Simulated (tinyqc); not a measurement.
# Thickness from two neighbouring fringes

Question. At normal incidence a transparent film with an index between those of air and substrate, taken as constant, has reflectance minima at 2 n1 d = (m + 1/2) lam (small phase shifts at the substrate neglected). Find d and the order m of the shorter wavelength.

Inputs (values chosen for the exercise):
- n1 = 1.29 (index of the transparent film)

wavelengths of two neighbouring reflectance minima (nm): 431  497.30769

Answer. Neighbouring orders differ by one: 2 n1 d (1/lam1 - 1/lam2) = 1.

d = 1253 nm
m = 7

Computed by the program tinyqc: `OMP_NUM_THREADS=1 python tinyqc.py 2870135 2870136 out.jsonl`, one thread of a shared Intel Xeon 2.30GHz, about 0.01 s for the whole run.
